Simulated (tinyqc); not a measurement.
Absorption coefficient and reflectance from two thicknesses.

Problem. With transparent contact layers the responsivity is (1 - Rf)(1 - exp(-al wi)) q lam/(h c). The second absorber is twice as thick as the first. Find al and Rf.

Inputs (values chosen for the exercise): wavelength lam = 1550 nm.

Constants: q = 1.602176634e-19 C, h = 6.62607015e-34 J s, c = 299792458 m/s. Results are converted to the units shown.

responsivity for wi = 0.65 and 1.3 um (A/W): 0.44339690  0.72125632

Solution. The ratio of the responsivities is 1 + exp(-al w1), which gives al; either value then gives 1 - Rf.

al = 7190 1/cm
Rf = 0.05000

Numbers from tinyqc (`OMP_NUM_THREADS=1 python tinyqc.py 2250108 2250109 out.jsonl`; about 0.01 s on one thread of a shared Intel Xeon 2.30GHz).
